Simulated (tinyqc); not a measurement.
MOS capacitor on a p-type substrate, surface potential from the exact charge relation: course of the Newton iteration.

Uniform p-type substrate, Boltzmann statistics, full ionisation, classical densities. psi is the surface potential against the body (positive when the bands bend down) and u = psi/Vt. Traps are spread evenly over the gap and neutral at flat band, so their charge is -q Dit psi; the minority quasi-Fermi level is shifted by Vb.

ni = sqrt(Nc Nv) exp(-Eg/(2 Vt)), Eg in volts; phiF = Vt ln(N/ni); Cox = eps0 eox/tox; Vfb = phiM - chi - (Eg - Vt ln(Nv/N)) - q Nf/Cox; Q0 = sqrt(2 eps0 eps_r q N Vt); r = (ni/N)^2 exp(-Vb/Vt); VT = Vfb + [(2 phiF + Vb)(1 + q Dit/Cox) + sqrt(2 eps0 eps_r q N (2 phiF + Vb))/Cox].

Start: psi = Vg - Vfb (all of the voltage in the semiconductor).

u = psi/Vt; F^2 = exp(-u) + u - 1 + r (exp(u) - u - 1); Qs = -sign(u) Q0 F; Cs = -dQs/dpsi = (Q0/Vt) |1 - exp(-u) + r (exp(u) - 1)|/(2 F). f = Vfb + psi + (q Dit psi - Qs)/Cox - Vg, f' = 1 + (Cs + q Dit)/Cox, psi(new) = psi - f/f'.

Stop when the step is below 1e-10 V, or after 60 iterations.

Values chosen for this exercise; band and dielectric values close to those of 4H silicon carbide:
- T = 300 K (temperature)
- Eg = 3.29 eV (band gap)
- eps_r = 9.86 (relative permittivity)
- Nc = 1.73e19 cm^-3 (conduction-band density of states at T)
- Nv = 2.54e19 cm^-3 (valence-band density of states at T)
- chi = 3.64 eV (electron affinity)
- N = 1.7e17 cm^-3 (acceptor density of the substrate)
- eox = 3.9 (relative permittivity of the gate insulator (close to silicon dioxide))
- tox = 3.5 nm (insulator thickness)
- phiM = 3.88 eV (gate work function)
- Nf = -3.9e10 cm^-2 (fixed charge at the interface, in units of q)
- Dit = 5.7e11 cm^-2 eV^-1 (density of interface traps)
- Vb = 0 V (reverse bias of the inversion layer against the body)
- Vg = 0.93 V (gate voltage against the body)

Constants: q = 1.602176634e-19 C, kB = 1.380649e-23 J/K, Vt = kB T/q, eps0 = 8.8541878128e-14 F/cm where lengths are in cm. Results are converted to the units shown.

Course of the iteration:

| iteration | psi before the step (V) | f (V) | step (V) |
|---|---|---|---|
| 1 | 3.84423 | 1.98e5 | -0.0517 |
| 2 | 3.79253 | 7.29e4 | -0.0517 |
| 3 | 3.74083 | 2.68e4 | -0.0517 |
| 4 | 3.68912 | 9870 | -0.0517 |
| 5 | 3.63742 | 3630 | -0.0517 |
| 6 | 3.58571 | 1340 | -0.0517 |
| 7 | 3.53401 | 491 | -0.0517 |
| 8 | 3.48231 | 181 | -0.0517 |
| 9 | 3.43063 | 66.4 | -0.0516 |
| ... | ... | ... | ... |
| 12 | 3.27746 | 3.20 | -0.0476 |
| 13 | 3.22984 | 1.11 | -0.0418 |
| 14 | 3.18804 | 0.365 | -0.0330 |
| 15 | 3.15503 | 0.109 | -0.0214 |
| 16 | 3.13358 | 0.0234 | -7.49e-3 |
| 17 | 3.12609 | 1.74e-3 | -6.52e-4 |
| 18 | 3.12544 | 1.12e-5 | -4.25e-6 |
| 19 | 3.12544 | 4.70e-10 | -1.78e-10 |
| 20 | 3.12544 | < 1e-7 | 0 |

Did this iteration meet its convergence test, and what does its course show?

Yes. Converged in 20 iterations. In 11 iterations the step is within 3 % of 2 Vt = 51.7 mV: there Qs grows as exp(|u|/2), and a Newton step on such an exponential moves psi by 2 Vt whatever the distance left.

Program tinyqc, `OMP_NUM_THREADS=1 python tinyqc.py 2060051 2060052 out.jsonl`; Intel Xeon 2.30GHz, shared host, one thread, about 0.01 s.
